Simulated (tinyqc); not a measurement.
Velocity overshoot from momentum and energy balance equations after a field step: one step, computed by the program tinyqc.

At t = 0 the field jumps from 0 to F in a uniform sample. v is the drift velocity and u = w - (3/2) k_B T the excess energy per carrier.

Question. Constants and steady state. dv/dt = e F/m - v/tau_m(u), du/dt = e F v - u/tau_E, tau_m(u) = tau_0/(1 + c u), tau_0 = m mu_0/e, c = mu_0/(e tau_E v_s^2); this choice gives the steady state v (1 + mu_0 F v/v_s^2) = mu_0 F, which saturates at v_s. Steady velocity v = 2 mu_0 F/(1 + sqrt(1 + 4 (mu_0 F/v_s)^2)); u = e F v tau_E; carrier temperature T + 2u/(3 k_B), neglecting the drift energy m v^2/2.

Inputs (values chosen for the exercise, modelled on electrons in silicon except for tau_E):
```
quantity                      value        unit
effective mass m               0.25         m_0
low-field mobility mu_0        1500  cm^2/(V s)
saturation velocity v_s         1.1    1e7 cm/s
energy relaxation time tau_E    0.6          ps
field after the step F           13       kV/cm
lattice temperature T           300           K
```

Scheme: explicit Euler.

Constants: m_0 = 9.1093837015e-31 kg; e = 1.602176634e-19 C; k_B = 8.617333262e-05 eV/K.

Give: tau_0; c; acceleration e F/m; steady velocity; steady excess energy; steady carrier temperature.

Answer.

tau_0 = 213.2 fs

c = 20.66 1/eV

acceleration e F/m = 0.009146 1e7 cm/s per fs

steady velocity = 0.8327 1e7 cm/s

steady excess energy = 0.06495 eV

steady carrier temperature = 802.5 K

tau_E/tau_0 = 2.81, and in the steady state tau_m has shrunk to 91.0 fs.
